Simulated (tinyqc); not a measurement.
# Inputs raised by 5 %, one at a time

Model: collinear exchange A + BC -> AB + C on a London-Eyring-Polanyi-Sato surface: saddle, string of images and rate. Computed by tinyqc, a small Python program. Command: `OMP_NUM_THREADS=1 python tinyqc.py 3110928 3110929 out.jsonl leps sens`. One thread of a shared host (Intel(R) Xeon(R) Processor @ 2.30GHz), about 0.7 s of CPU time with the checks.

x = r(AB), y = r(BC), r(AC) = x + y. V is counted from separated atoms, the barrier from A + BC, that is V + D(BC).

Inputs (values chosen for the exercise, bond data loosely for abstraction of hydrogen from a Ge-H bond by a hydrogen atom; the barrier is not fitted): D(AB) = 4.73 eV; r0(AB) = 0.742 angstrom; beta(AB) = 1.94 1/angstrom; D(BC) = 3.64 eV; r0(BC) = 1.53 angstrom; beta(BC) = 1.45 1/angstrom; D(AC) = 3.68 eV; r0(AC) = 1.53 angstrom; beta(AC) = 1.45 1/angstrom; Sato parameter S = 0.2; mass of A = 1.008 u; mass of B = 1.008 u; mass of C = 72.6 u; temperature T = 500 K; step of the string = 0.015 angstrom^2/eV.

Constants: nu for 1 eV/(angstrom^2 u) = 15.6333042 THz; h x 1 THz = 4.135667696 meV; k_B = 1.380649e-23 J/K; u = 1.6605390666e-27 kg; k_B = 8.617333262e-05 eV/K.

Method:
- For each pair, with u = exp(-beta (r - r0)): Q = D [(3 + S) u^2 - (2 + 6 S) u]/(4 (1 + S)), J = D [(1 + 3 S) u^2 - (6 + 2 S) u]/(4 (1 + S)); V = Q1 + Q2 + Q3 - sqrt(((J1 - J2)^2 + (J2 - J3)^2 + (J3 - J1)^2)/2).
- String of 9 images between the fixed ends (r0(AB) + 2, r0(BC)) and (r0(AB), r0(BC) + 2), started on the two straight legs through (r0(AB) + 0.3, r0(BC) + 0.3): each iteration moves the inner images by -step x gradient (central differences) and spaces them evenly again along the broken line (coordinates are kept between 0.2 and 8 angstrom); stop when no coordinate changes by more than 1e-5 angstrom, at most 400 iterations.
- From the highest inner image, z -> z - H^-1 g with gradient g and Hessian H by central differences, steps capped at 0.15 angstrom, 12 steps.
- Wilson matrix G = [[1/m_A + 1/m_B, -1/m_B], [-1/m_B, 1/m_B + 1/m_C]]; eigenvalues lambda of G H give nu = 15.6333042 THz x sqrt(|lambda|), the negative one being imaginary. Reactant: nu_BC from k = 2 D beta^2 and 1/m_B + 1/m_C. Skew angle: cos = sqrt(m_A m_C/((m_A + m_B)(m_B + m_C))).
- One-dimensional rate constant without tunnelling, k = sqrt(k_B T/(2 pi mu)) [sinh(h nu_BC/(2 k_B T))/sinh(h nu_s/(2 k_B T))] exp(-barrier/(k_B T)) with mu = m_A (m_B + m_C)/(m_A + m_B + m_C); Wigner factor 1 + (h nu_i/(k_B T))^2/24; adiabatic barrier = barrier + h (nu_s - nu_BC)/2.

Runs:
```
input moved             from      to  barrier (eV)  imaginary frequency (THz)  real frequency at the saddle (THz)  rate constant k (cm/s)
base run                   -       -       0.05766                      21.37                               43.12                   51989
Sato parameter S         0.2    0.21       0.03708                      17.45                               46.04                   72584
D(AB) (eV)              4.73  4.9665       0.03977                      16.20                               47.89                   62249
D(BC) (eV)              3.64   3.822       0.07338                      25.32                               41.12                   42876
D(AC) (eV)              3.68   3.864       0.06853                      24.53                               40.90                   45118
beta(AC) (1/angstrom)   1.45  1.5225       0.03652                      15.92                               47.24                   69321
mass of A (u)          1.008  1.0584       0.05766                      20.93                               42.99                   51077
temperature T (K)        500     525       0.05766                      21.37                               43.12                   54606
```

Exponents ln(y'/y) / ln(x'/x):
```
input             barrier  imaginary frequency  real frequency at the saddle  rate constant k
Sato parameter S   -9.050               -4.152                         1.342            6.840
D(AB)              -7.612               -5.678                         2.152            3.692
D(BC)               4.943                3.478                        -0.971           -3.950
D(AC)               3.540                2.822                        -1.084           -2.905
beta(AC)           -9.358               -6.034                         1.869            5.897
mass of A           0.000               -0.432                        -0.061           -0.363
temperature T       0.000                0.000                         0.000            1.007
```

To which inputs is each result most sensitive?

Among the inputs moved here: barrier answers most in size to beta(AC) (exponent -9.358), next to Sato parameter S (-9.050); its exponent is below 0.0005 for mass of A, temperature T. Its exponent 0.000 in mass of A: masses do not enter the surface. Imaginary frequency answers most in size to beta(AC) (exponent -6.034), next to D(AB) (-5.678); its exponent is below 0.0005 for temperature T. real frequency at the saddle answers most in size to D(AB) (exponent +2.152), next to beta(AC) (+1.869); its exponent is below 0.0005 for temperature T. rate constant k answers most in size to Sato parameter S (exponent +6.840), next to beta(AC) (+5.897).

Caution (all rows): the adiabatic barrier is below k_B T, so the saddle is a poor dividing surface.
